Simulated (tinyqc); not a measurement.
# Permittivity of the insulator from five potentials

Question. A node lies on a semiconductor-insulator interface. Steps: hs = tb/2 down into the semiconductor, ho = tox/2 up into the insulator, hy = L/5 sideways. The flux balance of its box reads eox (hy/ho)(above - node) + eps_r (hy/hs)(below - node) + [(eps_r hs + eox ho)/(2 hy)](left + right - 2 node) - q Na (hs/2) hy/eps0 = 0. Find eox.

Inputs (values chosen for the exercise); semiconductor permittivity close to that of silicon: relative permittivity of the semiconductor eps_r = 11.8; body thickness tb = 3 nm; insulator thickness tox = 1.9 nm; channel length L = 25 nm; acceptor density of the depleted body Na = 2.6e18 cm^-3.

Constants: q = 1.602176634e-19 C, eps0 = 8.8541878128e-14 F/cm where lengths are in cm. Results are converted to the units shown.

psi (V): node 0.14201765, above 0.093215659, below 0.15829665, left 0.47, right 0.065306028

Answer. The balance is linear in eox.

eox = 3.90

tinyqc, about 0.1 s, one thread, Intel Xeon 2.30GHz (shared host): `OMP_NUM_THREADS=1 python tinyqc.py 2480114 2480115 out.jsonl`
